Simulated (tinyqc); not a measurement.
Tight-binding t2g bands of a cubic perovskite: one step. The Hamiltonian.

Orbitals yz, zx, xy (X, Y, Z below) times spin. E_xy = Dt + 2t (2 - cos x - cos y) + 2 td (1 - cos z) + 4 t2 (1 - cos x cos y) with x = kx a and so on; yz and zx follow by cyclic change, without Dt. Spin-orbit term -(Dso/3) L.sigma + Dso/3 with (L_k)_ij = -i epsilon_kij in X, Y, Z: for Dt = 0 the quartet lies at 0 and the doublet at Dso.

Values chosen for the exercise (out of a larger set: of the size met in SrTiO3 and KTaO3; not measured data): Dso = 0.02 eV (spin-orbit splitting at Gamma).

energies (eV): yz 0.719195, zx 1.003064, xy 0.887030

Problem. Add the spin-orbit term; + and - are the spin along z.

Give: H(k).

Solution.

H(k) (eV), rows yz+, zx+, xy+, yz-, zx-, xy- and columns alike:
```
[[0.7259, 0.0067i, 0, 0, 0, -0.0067],
 [-0.0067i, 1.0097, 0, 0, 0, 0.0067i],
 [0, 0, 0.8937, 0.0067, -0.0067i, 0],
 [0, 0, 0.0067, 0.7259, -0.0067i, 0],
 [0, 0, 0.0067i, 0.0067i, 1.0097, 0],
 [-0.0067, -0.0067i, 0, 0, 0, 0.8937]]
```

Program tinyqc; command `OMP_NUM_THREADS=1 python tinyqc.py 1451812 1451813 out.jsonl`; about 0.01 s on one thread of a shared Intel(R) Xeon(R) Processor @ 2.30GHz.
